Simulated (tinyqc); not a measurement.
# Ten-year voltage from two stress tests

Inverse problem. Lifetimes follow tau = t0 exp(B/Vd). Ten years are 3.15576e8 s. Find B, t0 and the drain voltage for ten years.

lifetimes at Vd = 6.1 and 6.9 V (s): 7.3e5  69143.9231

Solution. ln(tau) is linear in 1/Vd.

B = 124 V
t0 = 0.00108 s
ten-year voltage = 4.70 V

Computed by the program tinyqc: `OMP_NUM_THREADS=1 python tinyqc.py 2550017 2550018 out.jsonl`, one thread of a shared Intel Xeon 2.30GHz, about 0.01 s for the whole run.
